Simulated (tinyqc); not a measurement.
# Minority-electron transport through the base of a bipolar transistor (Moll-Ross and Kroemer integrals), step by step

A worked calculation. Computed by tinyqc, a small Python program that keeps every step. Command: `OMP_NUM_THREADS=1 python tinyqc.py 3017065 3017066 out.jsonl base walk`. One thread of a shared host (Intel(R) Xeon(R) Processor @ 2.30GHz), about 0.01 s of CPU time with the checks. Intermediate numbers are printed to about 6 digits and carried at full precision; extremes and crossings named in words are read from the listed rows.

Low injection, one dimension, x from the emitter edge (0) to the collector edge (W), s = x/W. Recombination is treated as a small correction (valid for tau_B well below tau_n), computed from the stored charge.

Inputs (values chosen for the exercise, modelled on GaAs):
```
quantity                                     value        unit
intrinsic density n_i at the emitter edge  2.2e+06      1/cm^3
base doping at the emitter edge N_0          1e+19      1/cm^3
base width W                                   210          nm
mu_min                                        1100  cm^2/(V s)
mu_max                                        7020  cm^2/(V s)
N_ref                                      2.4e+17      1/cm^3
saturation velocity v_s                       0.93    1e7 cm/s
electron lifetime tau_n                       0.98          ns
emitter Gummel number G_E                  9.9e+13      s/cm^4
base-emitter voltage V_BE                     0.97           V
temperature T                                  300           K
gap narrowing across the base dE_g              99         meV
```

Base doping profile: uniform. Gap grading: linear. Exit of the base: saturation velocity.

Constants: k_B = 8.617333262e-05 eV/K; e = 1.602176634e-19 C.

## Profile and built-in field

N(x) = N_0; n_i(x)^2 = n_i^2 exp(s dE_g/k_B T); D(x) = (k_B T/e) mu, mu = mu_min + (mu_max - mu_min)/(1 + (N/N_ref)^0.7). Field that drives electrons towards the collector, averaged over the base: (k_B T/e) ln[N_0 n_i(W)^2/(N(W) n_i^2)]/W.

Across the base:
```
s    N (1/cm^3)  n_i(x)^2/n_i^2  D (cm^2/s)   y (s/cm^5)
0.0    1.00e+19          1.0000     38.9126  2.56986e+17
0.2    1.00e+19          2.1509     38.9126  1.19477e+17
0.4    1.00e+19          4.6265     38.9126  5.55468e+16
0.6    1.00e+19          9.9512     38.9126  2.58246e+16
0.8    1.00e+19         21.4043     38.9126  1.20063e+16
1.0    1.00e+19         46.0391     38.9126  5.58191e+15
```

drift factor eta (potential drop in k_B T/e) = 3.82949

mean built-in field = 4.71429 kV/cm

## Collector current and transit time

With y(x) = N n_i^2/(D n_i(x)^2): base Gummel number G_B = int_0^W y dx + N(W) n_i^2/(v_s n_i(W)^2); J_C = e n_i^2 exp(e V_BE/k_B T)/G_B; n(x) = (J_C/e)(n_i(x)^2/(N n_i^2)) [int_x^W y dx + the same exit term]; transit time tau_B = (e/J_C) int n dx; trapezoid rule on 401 even points.

base Gummel number G_B = 1.40201e+12 s/cm^4

collector current density J_C = 0.0109166 A/cm^2

base transit time tau_B = 2.78027 ps

share of the exit term in G_B = 1.66587 %

mean velocity W/tau_B = 0.755322 1e7 cm/s

Plain diffusion with the D of the emitter edge would take W^2/(2D) = 5.67 ps, 2.04 times the result.

## Gain and speed

Emitter-limited gain beta_E = G_E/G_B; recombination-limited gain beta_R = tau_n/tau_B; 1/beta = 1/beta_E + 1/beta_R; f_T from the base alone = 1/(2 pi tau_B).

beta_E = 70.6131

beta_R = 352.484

current gain beta = 58.8281

f_T from the base alone = 57.2444 GHz

The gain is limited mainly by hole injection into the emitter (83 % of the base current).

## What grading buys

The formulas are those given above.

The same base with other gradings:
```
dE_g (meV)  dE_g/k_B T  G_B (s/cm^4)  J_C gain  tau_B (ps)  speed gain
0               0.0000   6.47198e+12    1.0000     7.92461     1.00000
25              0.9670   3.86767e+12    1.6734     5.65544     1.40124
50              1.9341   2.54240e+12    2.5456     4.26668     1.85732
75              2.9011   1.81708e+12    3.5618     3.36949     2.35187
100             3.8682   1.38848e+12    4.6612     2.75981     2.87143
150             5.8023   9.30559e+11    6.9549     2.00563     3.95118
200             7.7363   6.97765e+11    9.2753     1.56744     5.05578
300            11.6045   4.65090e+11   13.9155     1.08711     7.28963
```

At 100 meV J_C rises by a factor 4.66 and the transit is 2.87 times faster; at 300 meV the factors are 13.92 and 7.29. For a uniform base without exit term both tend to be linear in dE_g/k_B T, J_C as x/(1 - exp(-x)) and the speed as x/2. From 150 meV on the mean velocity W/tau_B exceeds v_s, so those speed gains are overstated.

Checks made by the program: transit time against W^2/(D eta) [1 - (1 - exp(-eta))/eta] plus the exit term (relative difference 6e-06).
